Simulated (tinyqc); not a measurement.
Gated graphene, quantum capacitance: one step of the calculation.

phi is the Fermi level above the Dirac point, in volts; Vg is counted from the gate voltage of charge neutrality. Ideal linear bands, no charge puddles.

Problem. New phi. N0 = (2/pi)(kB T/(hbar vF))^2; n = N0 F1(phi/Vt), p = N0 F1(-phi/Vt), F1(e) = int_0^infinity u du/(1 + exp(u - e)) = -Li2(-exp(e)); Cq = q d(n - p)/dphi = (q N0/Vt) ln[2 (1 + cosh(phi/Vt))]. Newton: f = phi + q (n - p + Dit phi)/Cox - Vg, phi(new) = phi - f/(1 + (Cq + q Dit)/Cox).

Parameters, values chosen for the exercise; values close to those of graphene:
```
symbol,value,unit,meaning
T,300,K,temperature
vF,9.57e5,m/s,Fermi velocity
Dit,0,cm^-2 eV^-1,density of traps
Vg,-1.13,V,gate voltage
```

Constants: q = 1.602176634e-19 C, kB = 1.380649e-23 J/K, hbar = 1.054571817e-34 J s, Vt = kB T/q. Results are converted to the units shown.

phi after iteration 1 = -0.61751784 V
Cox = 3.0318886 uF/cm^2

Give: n; p; Cq; f; phi after iteration 2.

Solution.

n = 4.534 cm^-2
p = 3.077e13 cm^-2
Cq = 15.87 uF/cm^2
f = -1.113 V
phi after iteration 2 = -0.4390 V

tinyqc, about 0.01 s, one thread, Intel Xeon 2.30GHz (shared host): `OMP_NUM_THREADS=1 python tinyqc.py 2200032 2200033 out.jsonl`
